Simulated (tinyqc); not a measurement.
# Molecular dynamics of a small cluster by velocity Verlet steps, step by step

A worked calculation. Computed by tinyqc, a small Python program that keeps every step. Command: `OMP_NUM_THREADS=1 python tinyqc.py 3002409 3002410 out.jsonl verlet walk`. One thread of a shared host (Intel(R) Xeon(R) Processor @ 2.30GHz), about 0.04 s of CPU time with the checks. Intermediate numbers are printed to about 7 digits and carried at full precision; extremes and crossings named in words are read from the listed rows.

E = sum_(i<j) phi(r_ij), phi(r) = eps [exp(-2 alpha (r - r0)) - 2 exp(-alpha (r - r0))]; the force on i is -sum_j phi'(r_ij) (R_i - R_j)/r_ij.

Inputs (values chosen for the exercise, for model atoms):
```
quantity               value        unit
length r0               2.38    angstrom
well depth eps          0.27          eV
stiffness alpha         2.37  1/angstrom
atomic mass M           83.5           u
time step dt              67          fs
steps                    100           -
target temperature T0    200           K
coupling time tau         50          fs
```

Potential: Morse. Thermostat: Berendsen.

starting positions (angstrom):
```
            x      y      z
atom 1  -0.03   0.01  -0.01
atom 2   2.42  -0.05   0.01
atom 3    2.4   2.38  -0.01
atom 4      0   2.41  -0.03
atom 5   1.19   1.18   1.71
atom 6   1.19   1.23  -1.64
```

starting velocities (angstrom/fs):
```
               x         y         z
atom 1   0.00026  -0.00193  -0.00197
atom 2  -0.00067  -0.00042   0.00101
atom 3   0.00018  -0.00149  -0.00087
atom 4   0.00195  -0.00017  -0.00121
atom 5  -0.00151   0.00344   0.00316
atom 6  -0.00021   0.00057  -0.00012
```

Constants: 1 eV/(angstrom u) = 9.648533212e-03 angstrom/fs^2; k_B = 8.617333262e-05 eV/K.

## State at the start

Velocity Verlet: a = c F/M with c = 9.648533212e-3 angstrom/fs^2 per eV/(angstrom u); R(new) = R + v dt + a dt^2/2; v(new) = v + (a + a(new)) dt/2. Kinetic energy K = M v^2/(2c); temperature T = 2K/((3N - 3) k_B), rotation of the cluster included. After each step v is scaled by sqrt(1 + (dt/tau)(T0/T - 1)).

forces (eV/angstrom):
```
                 x           y           z
atom 1   0.2761578   0.1577937   0.0757227
atom 2  -0.3575622   0.3242628   0.0114183
atom 3  -0.0983502  -0.1708596   0.1947589
atom 4   0.0877180  -0.0935527   0.2517402
atom 5   0.0049777   0.0219310  -0.4511246
atom 6   0.0870589  -0.2395752  -0.0825154
```

potential energy = -3.343877 eV

kinetic energy = 0.1821979 eV

temperature = 281.9091 K

## Step 1

The formulas are those given above.

positions after step 1 (angstrom):
```
               x          y          z
atom 1  0.059043  -0.078385  -0.122351
atom 2  2.282375   0.005959   0.080631
atom 3  2.386552   2.235857  -0.017778
atom 4  0.153400   2.374347  -0.045780
atom 5  1.090121   1.416168   1.804719
atom 6  1.198509   1.206055  -1.669441
```

new forces (eV/angstrom):
```
                x          y          z
atom 1  -0.649552   0.272466   0.352477
atom 2   0.471647  -0.442295   0.268995
atom 3   0.880737   0.797335   0.289503
atom 4  -1.053089   0.220382   0.080468
atom 5   0.173696  -0.501557  -0.175321
atom 6   0.176563  -0.346332  -0.816124
```

velocities after step 1 (angstrom/fs):
```
                   x             y             z
atom 1  -0.000920090  -0.000205284  -0.000242520
atom 2  -0.000177268  -0.000680638   0.001626478
atom 3   0.002490468   0.000725788   0.000779729
atom 4  -0.001386985   0.000249119   0.000058966
atom 5  -0.000635201   0.001229002   0.000570535
atom 6   0.000629077  -0.001317987  -0.002793189
```

total energy = -2.999590 eV

## Step 2

The formulas are those given above.

positions after step 2 (angstrom):
```
                x          y          z
atom 1  -0.171068  -0.021474  -0.047183
atom 2   2.392821  -0.154355   0.259371
atom 3   2.781837   2.491277   0.109548
atom 4  -0.212652   2.448195  -0.020959
atom 5   1.092611   1.368430   1.797474
atom 6   1.286450   1.027927  -2.068250
```

new forces (eV/angstrom):
```
                 x           y           z
atom 1   0.6480057   0.4970225   0.0235456
atom 2  -0.5405023   0.6487711  -0.1329199
atom 3  -0.6127585  -0.5836612   0.0517331
atom 4   0.5194636  -0.4572055  -0.0110798
atom 5   0.0733518  -0.0986434  -0.7819478
atom 6  -0.0875603  -0.0062834   0.8506689
```

velocities after step 2 (angstrom/fs):
```
                   x             y             z
atom 1  -0.000423011   0.001266820   0.000554096
atom 2  -0.000202721   0.000054185   0.000983544
atom 3   0.001611422   0.000709337   0.000959528
atom 4  -0.001577087  -0.000304953   0.000149626
atom 5   0.000146676  -0.000499876  -0.001432008
atom 6   0.000444720  -0.001225512  -0.001214785
```

total energy = -2.303981 eV

## Fastest vibration

Relax the cluster, diagonalise the Hessian (central differences): omega_max = sqrt(c lambda_max/M). Verlet steps are stable for omega_max dt < 2.

omega_max = 0.03845845 1/fs

shortest period = 163.3760 fs

omega_max dt = 2.576716

The step is 1/2.4 of the shortest period.

## The trajectory

Spread = largest minus smallest value. The test of the step is the spread (largest minus smallest) of the total energy over the run without thermostat, against the spread of K; the step passes below 5 %. The mean T is over the second half.

Course of the run (evenly spaced rows):
```
step  t (fs)     U (eV)     K (eV)  U + K (eV)     T (K)
0          0  -3.343877  0.1821979   -3.161679  281.9091
7        469  -2.499391  0.0000000   -2.499391    0.0000
14       938  -2.895057  0.0843189   -2.810738  130.4640
21      1407  -3.175441  0.0674351   -3.108006  104.3402
28      1876  -2.209414  0.0905183   -2.118896  140.0561
35      2345  -2.230084  0.0851855   -2.144898  131.8049
42      2814  -2.196154  0.0000000   -2.196154    0.0000
49      3283  -2.197288  0.0812347   -2.116053  125.6920
56      3752  -2.493388  0.0000000   -2.493388    0.0000
63      4221  -3.068909  0.0849220   -2.983987  131.3972
70      4690  -2.385800  0.0000000   -2.385800    0.0000
77      5159  -2.345658  0.0000000   -2.345658    0.0000
84      5628  -2.372452  0.0000000   -2.372452    0.0000
91      6097  -2.495068  0.0000000   -2.495068    0.0000
98      6566  -1.601701  0.0000000   -1.601701    0.0000
```

spread of the total energy = 87.07474 eV

spread of the total over spread of K = 1.039931

mean temperature = 43.48191 K

The total energy spreads by 100 % of the swings of K: with omega_max dt = 2.58 the step is too long, beyond the stability limit of 2.

Reruns converge with time step dt = 8.4. Reruns still fail with time step dt = 47.0.
